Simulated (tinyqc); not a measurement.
# Changing the thickness t

Model: domain walls in a thin film with perpendicular anisotropy: Bloch, Neel and chiral walls, motion and stripe domains. Computed by tinyqc, a small Python program. Command: `OMP_NUM_THREADS=1 python tinyqc.py 3016226 3016227 out.jsonl mwall sweep`. One thread of a shared host (Intel(R) Xeon(R) Processor @ 2.30GHz), about 0.03 s of CPU time with the checks.

One-dimensional wall: polar angle theta(x), azimuth phi of the moment in the wall (phi = 0 Neel, 90 degrees Bloch). mu_0 = 1.25663706212e-6 T m/A, gamma = 1.76085963023e11 rad/(s T).

Inputs (values chosen for the exercise, for a model film):
```
quantity                      value    unit
saturation magnetisation M_s    800    kA/m
exchange stiffness A            8.2    pJ/m
uniaxial anisotropy K_u         740  kJ/m^3
DMI constant D                  0.1  mJ/m^2
```

Method:
- K_eff = K_u - mu_0 M_s^2/2; Delta = sqrt(A/K_eff); sigma_0 = 4 sqrt(A K_eff); profile theta = 2 arctan exp(x/Delta); quality factor Q = 2 K_u/(mu_0 M_s^2).
- sigma(phi) = sigma_0 + 2 Delta K_D cos^2(phi) - pi D cos(phi), with the wall shape anisotropy K_D = N_x mu_0 M_s^2/2, N_x = t ln 2/(pi Delta). The minimum has cos(phi) = D/D_N for D < D_N = 4 Delta K_D/pi and phi = 0 beyond; sigma turns negative at D_c = (sigma_0 + 2 Delta K_D)/pi.
- Dipolar length l = sigma/(mu_0 M_s^2); for t much smaller than the period the domain width is w = 0.955 t exp(pi l/t) (Kaplan and Gehring), given as log10 of w in nm.

One run for each value:
```
thickness t (nm)  D_N (mJ/m^2)  wall energy sigma (mJ/m^2)  log10 of the domain width in nm
0.50                   0.05648                      6.4326                           21.504
0.69                   0.07795                      6.4663                           15.717
0.97                   0.10958                      6.5147                           11.360
1.30                   0.14686                      6.5511                            8.643
1.90                   0.21463                      6.5848                            6.138
2.60                   0.29371                      6.6045                            4.704
3.60                   0.40668                      6.6194                            3.656
5.00                   0.56483                      6.6302                            2.929
```

What does the table show, and why?

Over the rows, D_N (mJ/m^2) rises from 0.0565 to 0.565 (exponent d ln y / d ln x about 1.00 throughout); wall energy sigma (mJ/m^2) rises from 6.43 to 6.63 (exponent d ln y / d ln x 0.016 between the first rows and 0.0050 between the last); log10 of the domain width in nm falls from 21.5 to 2.93. D, K_u and M_s are held fixed; interface terms in a real film fall as 1/t.

Caution (rows 2.60, 3.60, 5.00): the formula for N_x assumes a film much thinner than the wall width.

Extremes, crossings and ranges named in words are read from the listed rows.
